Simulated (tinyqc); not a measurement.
What each parameter does: five-level k.p model folded onto the conduction band.

Second-order sums for the lowest conduction level at E: 1/m = 1 + Cm + (Ep/3)(2/E + 1/(E + Dso)) - (Ep2/3)(2/(E7 + D2 - E) + 1/(E7 - E)); g/2 = 1 + Cg - (Ep/3)(1/E - 1/(E + Dso)) - (Ep2/3)(1/(E7 - E) - 1/(E7 + D2 - E)). E is counted from the top of the valence band; E = Eg at the edge.

Values chosen for the exercise (near those of GaSb; not measured data):
- Eg = 0.85 eV (gap at Gamma to the s-like level)
- Dso = 0.754 eV (spin-orbit splitting)
- Ep = 25.5 eV (Kane energy)
- E7 = 3.23 eV (upper Gamma7 conduction level, from the valence top)
- D2 = 0.32 eV (its spin-orbit splitting, Gamma8 above Gamma7)
- Ep2 = 6.8 eV (Kane energy to the upper levels)
- Cm = 2.1 (remote term in 1/m)
- Cg = 0 (remote term in g/2)

Mass and g at E = Eg.

Results for these values:

| case | m (m0) | g |
|---|---|---|
| base | 0.03881 | -7.6272 |

What happens to each result for E7 = 3.553 eV, all else kept?

Answer: m falls from 0.03881 to 0.03837; g rises from -7.6272 to -7.5790.

The same for each parameter in turn:

| case | m (m0) | g |
|---|---|---|
| base | 0.03881 | -7.6272 |
| Eg = 0.765 eV | 0.03525 | -9.2420 |
| Dso = 0.829 eV | 0.03917 | -8.1007 |
| Ep = 22.95 eV | 0.04303 | -6.6871 |
| E7 = 3.553 eV | 0.03837 | -7.5790 |
| D2 = 0.352 eV | 0.03878 | -7.6469 |
| Ep2 = 7.48 eV | 0.03921 | -7.6498 |

tinyqc: `OMP_NUM_THREADS=1 python tinyqc.py 1080717 1080718 out.jsonl`; about 0.01 s, one thread, shared Intel(R) Xeon(R) Processor @ 2.30GHz.
